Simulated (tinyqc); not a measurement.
Implanted layer, carriers, mobility and sheet resistance with incomplete ionisation: effect of the peak chemical concentration.

An n-type layer from the surface x = 0 to the junction xj, N(x) = N0 exp(-(x - Rp)^2/(2 sg^2)). Local neutrality (no depletion at surface or junction, no spilling of carriers), intrinsic carriers neglected, Boltzmann statistics.

xj = Rp + sg sqrt(2 ln(N0/Nb)). Active dopant A = min(N, Ns); n solves n (n + Nb)/(A - Nb - n) = K, K = (NB/gd) exp(-E/Vt), E = max(Ei - ks A^(1/3), 0), so n = 2 K (A - Nb)/[Nb + K + sqrt((Nb + K)^2 + 4 K (A - Nb))]; mobility mu = m1 + (m2 (T/300 K)^(-bt) - m1)/(1 + ((A + Nb)/Nr)^am). Dose = integral of N, carrier sheet density = integral of n, 1/Rs = q integral of n mu, mean mobility 1/(q Rs sheet density), Hall mobility (unit Hall factor) = integral of n mu^2 over integral of n mu, Hall sheet density = (integral of n mu)^2/integral of n mu^2; all from 0 to xj. Integrals on 4000 steps.

Inputs (values chosen for the exercise); values close to those of arsenic in silicon over a p-type background: temperature T = 300 K; background doping of the opposite type Nb = 1.1e14 cm^-3; mobility limit at high doping m1 = 52.3 cm^2/(V s); mobility limit at low doping, at 300 K m2 = 1440 cm^2/(V s); reference doping of the mobility law Nr = 9.72e16 cm^-3; exponent of the mobility law am = 0.697; temperature exponent of m2 bt = 2.4; solubility limit of active dopant Ns = 2.05e20 cm^-3; conduction-band density of states at T NB = 2.73e19 cm^-3; ionisation energy in the dilute limit Ei = 0.0532 eV; degeneracy factor of the level gd = 2; lowering of Ei per N^(1/3) ks = 0 eV cm; straggle after annealing sg = 71 nm; projected range Rp = 40 nm.

Constants: q = 1.602176634e-19 C, kB = 1.380649e-23 J/K, Vt = kB T/q. Results are converted to the units shown.

Effect of the peak chemical concentration:
columns A: N0 (cm^-3); B: xj (nm); C: dose (cm^-2); D: carriers (cm^-2); E: Rs (ohm/square); F: mean mobility (cm^2/(V s)); G: Rs xj (ohm nm); H: Hall/true sheet density
```
A           B         C         D        E      F        G       H
1.1e15  192.4  1.365e10  1.153e10  3.908e5   1385  7.517e7   1.000
3e15    222.6  3.782e10  3.532e10  1.318e5   1341  2.933e7  0.9998
7.9e15  247.6  1.001e11  9.699e10  5.094e4   1263  1.261e7  0.9990
2.1e16  270.1  2.664e11  2.610e11  2.108e4   1135  5.693e6  0.9964
5.7e16  291.0  7.235e11  7.029e11     9393  945.4  2.734e6  0.9883
1.5e17  309.8  1.904e12  1.789e12     4801  726.6  1.487e6  0.9690
4.2e17  328.4  5.332e12  4.603e12     2697  502.8  8.855e5  0.9281
1.1e18  344.7  1.397e13  1.037e13     1778  338.4  6.130e5  0.8691
3e18    360.9  3.809e13  2.222e13     1266  222.0  4.568e5  0.7968
```

What does the table show?

As N0 goes from 1.1e15 to 3e18, xj rises from 192 to 361 nm, Rs falls from 3.91e5 to 1270 ohm/square, the mean mobility falls from 1380 to 222 cm^2/(V s) and the share of the dose that conducts goes from 84.5 through a maximum of 98.0 (at N0 = 2.1e16 among the rows listed) to 58.3 %. Rs goes as dose^(-1.07) at the low end and dose^(-0.34) at the high end; constant mobility and activation would give -1.

Program tinyqc, `OMP_NUM_THREADS=1 python tinyqc.py 2110110 2110111 out.jsonl`; Intel Xeon 2.30GHz, shared host, one thread, about 0.01 s.
